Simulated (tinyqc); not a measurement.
Velocity overshoot from momentum and energy balance equations after a field step: one step, computed by the program tinyqc.

At t = 0 the field jumps from 0 to F in a uniform sample. v is the drift velocity and u = w - (3/2) k_B T the excess energy per carrier.

Question. Constants and steady state. dv/dt = e F/m - v/tau_m(u), du/dt = e F v - u/tau_E, tau_m(u) = tau_0/(1 + c u), tau_0 = m mu_0/e, c = mu_0/(e tau_E v_s^2); this choice gives the steady state v (1 + mu_0 F v/v_s^2) = mu_0 F, which saturates at v_s. Steady velocity v = 2 mu_0 F/(1 + sqrt(1 + 4 (mu_0 F/v_s)^2)); u = e F v tau_E; carrier temperature T + 2u/(3 k_B), neglecting the drift energy m v^2/2.

Inputs (values chosen for the exercise, modelled on electrons in silicon except for tau_E):
```
quantity                      value        unit
effective mass m               0.26         m_0
low-field mobility mu_0        1500  cm^2/(V s)
saturation velocity v_s        0.92    1e7 cm/s
energy relaxation time tau_E   0.31          ps
field after the step F           36       kV/cm
lattice temperature T           300           K
```

Scheme: implicit in the damping.

Constants: m_0 = 9.1093837015e-31 kg; e = 1.602176634e-19 C; k_B = 8.617333262e-05 eV/K.

Give: tau_0; c; acceleration e F/m; steady velocity; steady excess energy; steady carrier temperature.

Answer.

tau_0 = 221.7 fs

c = 57.17 1/eV

acceleration e F/m = 0.02435 1e7 cm/s per fs

steady velocity = 0.8450 1e7 cm/s

steady excess energy = 0.09430 eV

steady carrier temperature = 1030 K

tau_E/tau_0 = 1.40, and in the steady state tau_m has shrunk to 34.7 fs.
